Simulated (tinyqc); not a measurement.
Resonant-tunnelling diode, transfer matrices and Tsu-Esaki current: two steps of the calculation.

Emitter (band edge 0), barrier d1, well Lw, barrier d2, collector (edge -V). The bias drops linearly over these layers and none in the contacts; each layer is cut into ns equal slices, flat at the value of their centres. E is the energy of motion across the layers, C = hbar^2/(2 m0), psi and psi'/m are continuous. Transport is coherent, T(E) is taken as independent of the transverse momentum, and charge in the well is ignored.

Parameters, values chosen for the exercise; masses and offsets close to those of GaAs wells and AlGaAs barriers:
- mw = 0.069 m0 (mass in the well, spacer and contacts)
- U1 = 0.24 eV (barrier height)
- m1 = 0.093 m0 (barrier mass)
- d1 = 2.6 nm (emitter barrier)
- Lw = 4.1 nm (well width)
- d2 = 2.6 nm (collector barrier)
- ns = 3 (slices in each layer)
- V = 0.091 V (bias of the collector)

Constants: q = 1.602176634e-19 C, hbar = 1.054571817e-34 J s. Results are converted to the units shown.

Problem 1. Slices under bias. U = edge of the layer - V x/Lt at the centre x of each slice, Lt the summed thickness.

Wanted: U; m; width.

Solution 1.

```
slice    U (eV)  m (m0)  width (nm)
0       0.23576   0.093     0.86667
1       0.22728   0.093     0.86667
2       0.21880   0.093     0.86667
3      -0.03213   0.069      1.3667
4      -0.04550   0.069      1.3667
5      -0.05887   0.069      1.3667
6       0.17020   0.093     0.86667
7       0.16172   0.093     0.86667
8       0.15324   0.093     0.86667
```

Problem 2. Breit-Wigner parameters from a parabola through 1/T(E). Near a resonance 1/T(E) = (1/Tp) [1 + (2 (E - Er)/G)^2]. With y = 1/T(E) at E0 - h, E0, E0 + h: a = (y1 + y3 - 2 y2)/(2 h^2), b = (y3 - y1)/(2 h), Er = E0 - b/(2 a), 1/Tp = y2 - b^2/(4 a), G = 2 sqrt(1/(Tp a)), tau = hbar/G.

three energies (eV): 0.038819  0.043819  0.048819
T(E) at these energies: 0.31050033  0.77747400  0.50658913

Find: Er; Tp; G; tau.

Solution 2.

Er = 0.04501 eV
Tp = 0.8250
G = 9.615 meV
tau = 68.46 fs

The true maximum of T(E) lies at 0.044643 eV with height 0.7980 and full width 10.38 meV; the fitted G is 7.3 % below that width.

Numbers from tinyqc (`OMP_NUM_THREADS=1 python tinyqc.py 2600015 2600016 out.jsonl`; about 0.2 s on one thread of a shared Intel Xeon 2.30GHz).
